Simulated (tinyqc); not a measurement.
Range and order of the fit: effective mass of the conduction band from tabulated energies.

c = hbar^2/2m0. A uniform scatter of up to 0.1 meV has been added to mimic numerical noise.
Constants: hbar^2/2m0 = 3.80998211 eV angstrom^2.

Energies along [100], from the band edge:

| k (1/angstrom) | E (meV) |
|---|---|
| 0.000000 | 0.00000 |
| 0.004700 | 2.16100 |
| 0.009400 | 8.76040 |
| 0.014100 | 19.27480 |
| 0.018800 | 33.83510 |
| 0.023500 | 51.91470 |
| 0.028200 | 73.08070 |
| 0.032900 | 97.16140 |
| 0.037600 | 123.46270 |

reference mass (curvature of the model at k = 0.0001 1/angstrom) = 0.038300 m0

Least-squares fits of E = a k^2 (+ b k^4 + d k^6) over points 1 to n, and the line y = c k^2/E against E; errors of m against the reference.

Results:

| n | E at point n (meV) | one term (%) | two terms (%) | three terms (%) | line (%) | rms residual, one term (meV) |
|---|---|---|---|---|---|---|
| 3 | 19.3 | 2.22 | -1.00 | 2.61 | 0.85 | 0.102 |
| 4 | 33.8 | 3.44 | 0.32 | -1.38 | 0.67 | 0.172 |
| 5 | 51.9 | 4.95 | 0.57 | -0.02 | 0.58 | 0.356 |
| 6 | 73.1 | 6.80 | 0.64 | 0.41 | 0.50 | 0.696 |
| 7 | 97.2 | 8.83 | 1.02 | 0.24 | 0.46 | 1.160 |
| 8 | 123.5 | 11.14 | 1.31 | 0.49 | 0.40 | 1.842 |

The error of the parabola goes from +2.22 to +11.14 % as the range widens, and at n = 8 its residual, 1.84 meV, is only 1.5 % of the top energy: a small residual does not vouch for the mass. Over the full range (n = 8) the best form is the line (0.40 %); the line errs by +0.85 % at n = 3 and +0.40 % at n = 8. Many terms on few points amplify the scatter: three terms err by +2.6 % at n = 3 but by +0.5 % at n = 8.

Computed by tinyqc, a small Python program: `OMP_NUM_THREADS=1 python tinyqc.py 1850772 1850773 out.jsonl` (the numbers bound the seed that draws the inputs); one thread of a shared host (Intel(R) Xeon(R) Processor @ 2.30GHz), about 0.01 s for the whole set of steps.
